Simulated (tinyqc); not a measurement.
Inside a calculation. Method: FCI on RHF in the sto-3g basis, for H3-, spin multiplicity 1. The basis has no diffuse functions, so it cannot describe the extra electron: this is an exercise in the method, not the real anion. One step of it, computed by the program tinyqc.

Question. FCI: determinants and Hamiltonian. Slater-Condon rules over spin orbitals, with the nuclear repulsion added and E(HF) subtracted on the diagonal. Only determinants linked to the reference directly or through others are kept (one block of an abelian symmetry group), so some states are absent.

one-electron integrals over orbitals h = C^T H C (hartree):
```
           1          2          3
1  -1.451032   0.000000  -0.129642
2   0.000000  -1.117927   0.000000
3  -0.129642   0.000000  -0.797007
```

Two-electron integrals over orbitals (pq|rs), unique and non-zero (hartree):
```
(11|11) 0.531533    (21|21) 0.162185    (22|11) 0.469752    (22|22) 0.520868
(31|11) 0.077783    (31|22) -0.045636   (31|31) 0.138649    (32|21) -0.143130
(32|32) 0.145035    (33|11) 0.555299    (33|22) 0.489022    (33|31) 0.093286
(33|33) 0.610327
```

nuclear repulsion = 1.20927151 hartree

Hartree-Fock energy = -1.32160994 hartree

Give: determinants; H - E(HF) between determinants.

Answer.

Occupation strings over the orbitals (2 doubly, a alpha, b beta, 0 empty; spin orbitals ordered 1a 1b 2a 2b ...): 220 a2b b2a 202 022

H - E(HF) between determinants (hartree):
```
        220      a2b      b2a      202      022
220  0.0000   0.0000   0.0000   0.1450   0.1386
a2b  0.0000   0.7335  -0.1386   0.1431   0.0155
b2a  0.0000  -0.1386   0.7335  -0.1431  -0.0155
202  0.1450   0.1431  -0.1431   1.1206   0.1622
022  0.1386   0.0155  -0.0155   0.1622   1.4982
```
